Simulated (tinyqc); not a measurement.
Inside a calculation. Model: Raman line shape of confined optical phonons and breathing modes of small crystals. Computed by tinyqc, a small Python program that keeps every step. Command: `OMP_NUM_THREADS=1 python tinyqc.py 3020359 3020360 out.jsonl confine walk`. One thread of a shared host (Intel(R) Xeon(R) Processor @ 2.30GHz), about 0.02 s of CPU time with the checks. Intermediate numbers are printed to about 6 digits and carried at full precision; extremes and crossings named in words are read from the listed rows.

Confinement in 3 direction(s) lets phonons with q away from zero scatter light. q is in units of 2 pi/a, from 0 to 1, and the branch is isotropic: omega(q)^2 = (omega_0^2 + omega_X^2)/2 + ((omega_0^2 - omega_X^2)/2) cos(pi q). The model and its constant beta are phenomenological; beta = 8 is the common choice.

Inputs (values chosen for the exercise, modelled on germanium): bulk frequency omega_0 = 300.9 1/cm; frequency at the zone boundary omega_X = 242 1/cm; natural width Gamma_0 = 2.6 1/cm; lattice constant a = 5.658 angstrom; size L = 4 nm; confinement constant beta = 4; probe offset omega - omega_0 = -3.1 1/cm; longitudinal velocity = 5180 m/s; transverse velocity = 3250 m/s.

Shape: sphere.

Constants: c = 299792458 m/s.

## Range of wave vectors

Weight W(q) = q^2 exp(-(2 L q/a)^2/(2 beta)) dq, that is exp(-k^2 L^2/(2 beta pi^2)) for k = 2 pi q/a. Width q_c = a sqrt(2 beta)/(2 L), where the exponential falls to 1/e; curvature of the branch: omega(q) = omega_0 - c q^2, c = pi^2 (omega_0^2 - omega_X^2)/(8 omega_0); for small q_c the mean of q^2 is (number of confined directions) q_c^2/2, and the mean shift is -c times that.

q_c = 0.200041 2 pi/a

curvature c = 131.106 1/cm

mean shift, quadratic estimate = -7.86955 1/cm

omega(q_c) - omega_0 = -5.11951 1/cm

## Intensity at one frequency

I(omega) = int W(q) / [(omega - omega(q))^2 + (Gamma_0/2)^2] dq / int W dq x (Gamma_0/2)^2, by 400 Gauss-Legendre points on 0 < q < min(1, 2.5 a sqrt(2 beta)/L). Bulk Lorentzian 1/(1 + (2 offset/Gamma)^2); mean shift = weighted mean of omega(q) less the bulk frequency.

I at the probe offset = 0.291233

bulk Lorentzian there = 0.149558

mean shift, from the weights = -7.39512 1/cm

## Peak, width and asymmetry

The peak is the maximum of I; the width is taken between the half-maximum points, and the asymmetry is the low-side half-width over the high-side one.

peak shift = -3.6528 1/cm

full width = 11.259 1/cm

asymmetry = 2.2006

peak height (bulk = 1) = 0.29371

The peak moves 49 % as far as the mean: the tail on the low side carries the rest. A shift without broadening or asymmetry would point to stress, not size.

## Line shape against size

The formulas are those given above.

Line shape:
```
L (nm)  peak shift (1/cm)  full width (1/cm)  asymmetry  mean shift, quadratic estimate (1/cm)
3                 -5.9998             18.443     2.3866                               -13.9903
3.6               -4.3548             13.414     2.2856                               -9.71549
4.4               -3.1316             9.6721      2.111                               -6.50376
5.5               -2.2171             6.9662     1.8733                               -4.16241
7                 -1.5501             5.1414     1.6116                               -2.56965
10               -0.91571             3.6683     1.2954                               -1.25913
15               -0.48322             2.9388     1.0898                              -0.559612
25               -0.19446             2.6579     1.0098                              -0.201460
```

The peak shift falls with exponent -1.76 at the small end and -1.78 at the large end. For still larger L it tends to the mean shift, which goes as 1/L^2; the ratio is 0.43 in the first row and 0.97 in the last. The width exceeds Gamma_0 by over 10 % for L up to 15 nm. In a sphere the factor q^2 removes the weight at q = 0, so the peak itself moves strongly.

## Breathing mode of the free sphere

Lamb: with s = omega R/v_L, R = L/2, the lowest radial mode solves tan(s)/s = 1/(1 - s^2 v_L^2/(4 v_T^2)), s between pi/2 and pi; wavenumber = s v_L/(2 pi c R).

root s = 2.41123

breathing frequency = 993.938 GHz

breathing wavenumber = 33.1542 1/cm

Checks made by the program: mean shift of a large crystal against the quadratic estimate (relative difference 2e-05).
